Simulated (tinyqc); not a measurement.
Worked calculation: free-carrier optics of a doped semiconductor (Drude model with one polar phonon). Values are carried at full precision from step to step, so a last printed digit may differ when a step is redone from the rounded ones.

eps(E) = ei [1 - Ep^2/(E^2 + i E Gam)] + (es - ei) wT^2/(wT^2 - E^2 - i E gT), with Ep^2 = 8 pi c (e^2/(4 pi eps0)) N/(m ei), c = hbar^2/2m0, N in 1/angstrom^3 (1e-24 per 1/cm^3); Gam = hbar/tau, tau = mu m m0/e with m0/e = 5.685630e-12 kg/C and mu in m^2/(V s). Energies in meV.

Constants: hbar^2/2m0 = 3.80998211 eV angstrom^2; e^2/(4 pi eps0) = 14.39964547 eV angstrom; hbar = 6.58211957e-16 eV s; hbar c = 1973.269805 eV angstrom.

Parameters, chosen for this exercise (mass and dielectric values near those of GaSb; N and mu are free inputs; interband absorption and the rise of the mass with filling are left out; not measured data):
- N = 3.2e+16 1/cm^3 (carrier density)
- m = 0.0385 m0 (conductivity mass)
- mu = 10000 cm^2/(V s) (mobility)
- ei = 14.57 (high-frequency dielectric constant)
- wT = 27.9 meV (TO phonon)
- es = 15.85 (static dielectric constant)
- gT = 0.8 meV (phonon damping)
- E = 4.4 meV (photon energy)

## Plasma energy and damping

Evaluate Ep, tau, Gam, the plasma wavelength hc/Ep (hc = 1239.841984 eV nm) and the dc resistivity 1/(e N mu), e = 1.602176634e-19 C.

Ep = 8.869 meV
tau = 218.90 fs
Gam = 3.007 meV
plasma wavelength = 139.80 micrometre
rho = 0.0195 ohm cm

Ep/Gam = 2.95: the edge is smeared by scattering.

## Dielectric function at one energy

Insert the numbers.

free-carrier term = -40.3514+27.5761i
eps = -24.4688+27.5822i

## Optical constants

n + i k = sqrt(eps1 + i eps2) with k >= 0; R = ((n - 1)^2 + k^2)/((n + 1)^2 + k^2) at normal incidence from vacuum; alpha = 2 E k/(hbar c), times 1e8 for 1/cm; loss function Im(-1/eps) = eps2/(eps1^2 + eps2^2).

Convert eps at the photon energy E (in meV) into the optical constants.

n = 2.4902
k = 5.5381
R = 0.7675
alpha = 2.47e+03 1/cm

Light of this energy penetrates 1/alpha = 4.05 micrometre.

## Coupled plasmon-phonon modes

Without damping eps = 0 gives E^4 - (wL^2 + Ep^2) E^2 + Ep^2 wT^2 = 0 with wL = wT sqrt(es/ei) (Lyddane-Sachs-Teller).

wL = 29.10 meV

L-, L+ (meV): 8.47  29.22

L+ lies 0.12 meV above the larger of wL and Ep; L- lies below wT by 19.43 meV.

## Checks

- Integral of E eps2 of the free-carrier term against (pi/2) ei Ep^2 (meV^2): both 1800.2.

Computed by tinyqc, a small Python program: `OMP_NUM_THREADS=1 python tinyqc.py 1680296 1680297 out.jsonl` (the numbers bound the seed that draws the inputs); one thread of a shared host (Intel(R) Xeon(R) Processor @ 2.30GHz), about 0.01 s for the whole set of steps.
